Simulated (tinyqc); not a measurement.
How far the spectrum must be known: Lorentz oscillators and the Kramers-Kronig relations.

eps(E) = 1 + sum_j S_j/(E0_j^2 - E^2 - i G_j E).

Kramers-Kronig: eps1(E) = 1 + (2/pi) P integral_0^infinity E1 eps2(E1)/(E1^2 - E^2) dE1. Maclaurin rule on the grid E_j = j h, j = 1 .. M: eps1(E_i) = 1 + (4 h/pi) sum over j with j - i odd of E_j eps2(E_j)/(E_j^2 - E_i^2); nothing is added above E_M.

Parameters, chosen for this exercise: E0 = (6.8, 9.19) eV (resonances); G = (1.04, 2.04) eV (widths); S = (79.3, 74.9) eV^2 (strengths); E_t = 2.5 eV (energy below the first line).

The integrals are done by adaptive quadrature and cut at E_cut. f-sum share: (2/pi) integral of E eps2 over sum S. Static share: (2/pi) integral of eps2/E over eps(0) - 1.

Cut integrals:
```
E_cut (eV)  eps1(E_t)  f-sum share  static share
7.4             2.877        0.394         0.628
10.1            3.723        0.770         0.925
13.8            3.895        0.903         0.987
18.4            3.918        0.938         0.996
27.6            3.926        0.962         0.999
45.9            3.928        0.978         1.000
```

eps1(E_t) from the formula = 3.928

Cut at 10.1 eV, just above the last line, eps1(E_t) lacks 0.205; cut at 45.9 eV it lacks 0.001. At 13.8 eV the static sum has reached 0.987 and the f-sum only 0.903: the f-sum weights eps2 by E and the static sum by 1/E, so the f-sum needs the far tail.

Computed by tinyqc, a small Python program: `OMP_NUM_THREADS=1 python tinyqc.py 1682260 1682261 out.jsonl` (the numbers bound the seed that draws the inputs); one thread of a shared host (Intel(R) Xeon(R) Processor @ 2.30GHz), about 0.2 s for the whole set of steps.
